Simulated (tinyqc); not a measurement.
# MOSFET in saturation, small-signal circuit and noise, step by step

tinyqc, about 0.01 s, one thread, Intel Xeon 2.30GHz (shared host): `OMP_NUM_THREADS=1 python tinyqc.py 2150048 2150049 out.jsonl` Printed values are rounded.

Bias by the inversion coefficient IC = I/Ispec (charge-based model with velocity saturation; weak inversion below 0.1, strong above 10). Common-source circuit: gm, gds, Cgs, Cgd and Cj at the inner nodes, Rg in series with the gate; quasi-static, no source or drain resistance, no gate-body capacitance, no substrate network, no induced gate noise, so fmax is an upper estimate.

Values chosen for this exercise: temperature T = 300 K; gate length L = 350 nm; total gate width W = 10 um; gate capacitance Cox = 2.22 uF/cm^2; mobility mu = 170 cm^2/(V s); slope factor n = 1.16; velocity-saturation length Ls = 15 nm; ratio gds/gm sg = 0.013; overlap and fringe capacitance per side Cov = 0.31 fF/um; drain junction capacitance Cj = 0.81 fF/um; sheet resistance of the gate Rsh = 10 ohm; finger width Wf = 2 um; gate contact and vertical resistance Rc = 50 ohm um; inversion coefficient IC = 12; short-channel excess of the noise factor gw = 0.07; oxide trap density Nt = 1.5e18 cm^-3 eV^-1; tunnelling length into the oxide lt = 0.1 nm; Coulomb scattering coefficient ac = 0 V s/C; signal frequency f = 1 GHz.

Constants: q = 1.602176634e-19 C, kB = 1.380649e-23 J/K, Vt = kB T/q. Results are converted to the units shown.

Range of the model: fmax exceeds 4 fT, where channel resistance and substrate losses, left out here, would cap it.

## Current, transconductance and gain

Ispec = 2 n mu Cox (W/L) Vt^2, lc = Ls/L, gms = [sqrt((lc IC + 1)^2 + 4 IC) - 1]/[2 + lc (lc IC + 1)], gm = gms Ispec/(n Vt), gds = sg gm.

Ispec = 16.71899 uA
I = 200.6279 uA
gms = 2.950151
gm = 1.644759 mS
gds = 0.02138186 mS
gm/I = 8.198055 1/V

gm/I is 24.6 % of its weak-inversion limit 1/(n Vt); without velocity saturation (lc = 0) gms would be 3.00.

## Capacitances, gate resistance and cut-off frequencies

qs = [sqrt(1 + 4 IC) - 1]/2, Cgs = Cox W L qs (2 qs + 3)/(3 (qs + 1)^2) + Cov W, Cgd = Cov W, Cd = Cj W, Rg = Rsh (Wf/L)/(12 Nf) + Rc/W with Nf = W/Wf fingers (not rounded) contacted at both ends. fT = gm/(2 pi (Cgs + Cgd)), fmax = fT/(2 sqrt(Rg (gds + 2 pi fT Cgd))).

Cgs = 46.80625 fF
Cgd = 3.1 fF
Cd = 8.1 fF
Rg = 5.952381 ohm
fT = 5.245264 GHz
fmax = 96.71044 GHz

Overlap and fringe make up 12.4 % of the gate capacitance; fmax is 18.4 times fT.

## Admittance matrix

Inner admittances at w = 2 pi f: y11 = i w (Cgs + Cgd), y12 = -i w Cgd, y21 = gm - i w Cgd, y22 = gds + i w (Cgd + Cd). Invert to Z, add Rg to Z11 and invert back to Y.

inner y (mS):
```
                    1                   2
1  0.000000+0.313570i  0.000000-0.019478i
2  1.644759-0.019478i  0.021382+0.070372i
```

Y with Rg (mS):
```
                    1                    2
1  0.000585+0.313569i  -0.000036-0.019478i
2  1.644717-0.022548i   0.021384+0.070562i
```

## Current gain and unilateral power gain

|h21| = |Y21/Y11|; U = |Y21 - Y12|^2/(4 [Re Y11 Re Y22 - Re Y12 Re Y21]). Extrapolated at 20 dB a decade: f |h21| and f sqrt(U).

|h21| = 5.245632
U = 9352.909
f |h21| = 5.245632 GHz
f sqrt(U) = 96.71044 GHz

f |h21| is within 0.01 % of the formula for fT, and f sqrt(U) within 0.01 % of that for fmax.

## Noise at the gate

Channel noise Sid = 4 kB T gam n gm with gam = (1/2 + (2/3) qs)/(1 + qs) + gw lc IC, qs = [sqrt(1 + 4 IC) - 1]/2, lc = Ls/L (the last term an empirical rise with velocity saturation); at the gate, white noise Sw = Sid/gm^2 + 4 kB T Rg. Number fluctuation with correlated mobility: S(f) = K/f, K = q^2 Vt lt Nt/(W L Cox^2) (1 + ac mu Cox I/gm)^2, Vt in eV with Nt per eV. Corner fc = K/Sw. Full shot noise would be 2 q I.

gam = 0.661
Sid = 2.089422e-23 A^2/Hz
Sid/(2 q I) = 0.3250083
sqrt(Sw) = 2.796829 nV/Hz^0.5
K = 5.770749e-11 V^2
fc = 7.377349 MHz

The gate resistance gives 1.3 % of the white noise power.
